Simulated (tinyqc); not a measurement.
Field-effect mobility of a thin-film transistor with band-tail and deep states (multiple trapping). Changing the tail width E_t. Computed by tinyqc, a small Python program. Command: `OMP_NUM_THREADS=1 python tinyqc.py 3018271 3018272 out.jsonl tft sweep`. One thread of a shared host (Intel(R) Xeon(R) Processor @ 2.30GHz), about 0.1 s of CPU time with the checks.

A thick film in accumulation at small drain voltage. Only free electrons move; trapped ones still screen the gate. N_c and mu_0 are held fixed when T changes, leaving out the T^(3/2) growth of N_c. x = E_0 - psi is the distance of the Fermi level below the band edge.

Inputs (values chosen for the exercise, modelled on an amorphous In-Ga-Zn oxide):
```
quantity                                           value         unit
permittivity eps                                    11.5            -
effective density of states N_c                  5.1e+18       1/cm^3
band mobility mu_0                                    17   cm^2/(V s)
tail density at the edge g_t                     3.1e+19  1/(eV cm^3)
deep-state density g_d                           2.4e+17  1/(eV cm^3)
flat-band Fermi level below the edge, E_0            0.6           eV
equivalent oxide thickness t                          38           nm
surface band bending psi_s as a fraction of E_0     0.72            -
temperature T                                        350            K
```

Deep states: included.

Constants: k_B = 8.617333262e-05 eV/K; e = 1.602176634e-19 C; eps_0 = 8.8541878128e-12 F/m.

Method:
- F_j(eta) = int_0^infinity x^j/(1 + exp(x - eta)) dx, without a gamma-function factor.
- Integrals over x = E/(k_B T) use 160 Gauss-Legendre points in u = sqrt(x) from 0 to sqrt(max(eta, 0) + 32).
- Free n(x) = N_c (2/sqrt(pi)) F_1/2(-x/k_B T), with F_1/2 from its two-term series in exp(-x/k_B T) for x >= 12 k_B T; tail n_t(x) = int_0^1.2eV g_t exp(-E/E_t)/(1 + exp((x - E)/k_B T)) dE, E counted down from the edge, 120 Gauss-Legendre points; deep charge g_d psi; space charge rho(psi) = n + n_t + g_d psi less its value at psi = 0.
- Poisson: F(psi) = sqrt((2 e/(eps eps_0)) int_0^psi rho dpsi'); V_G - V_FB = psi_s + eps F(psi_s) t/3.9; free sheet density N_f = int (n - n(E_0))/F dpsi; induced sheet density N_i = eps eps_0 F(psi_s)/e; trapezoid rule on 301 even points in psi, the first interval left out of N_f.
- mu_eff = mu_0 N_f/N_i; field-effect mobility mu_FE = mu_0 e (dN_f/dV_G)/C_ox and swing S = dV_G/dlog10(N_f), by a central difference of +/- 2 mV in psi_s; C_ox = 3.9 eps_0/t.

One run for each value:
```
tail width E_t (meV)  effective mobility mu_eff (cm^2/(V s))  V_G - V_FB (V)  swing S (mV/decade)
12.0                                                 0.23544          1.3864               272.45
21.7                                                 0.23407          1.3900               280.75
31.4                                                 0.22958          1.4017               302.49
41.1                                                 0.21808          1.4319               345.13
50.9                                                 0.19676          1.4924               409.26
60.6                                                 0.16802          1.5880               485.38
70.3                                                 0.13716          1.7187               563.48
80.0                                                 0.10914          1.8788               636.09
```

Over the rows, effective mobility mu_eff (cm^2/(V s)) falls from 0.235 to 0.109 (exponent d ln y / d ln x -0.0099 between the first rows and -1.8 between the last); V_G - V_FB (V) rises from 1.39 to 1.88 (exponent d ln y / d ln x 0.0044 between the first rows and 0.69 between the last); swing S (mV/decade) rises from 272 to 636 (exponent d ln y / d ln x 0.051 between the first rows and 0.94 between the last).
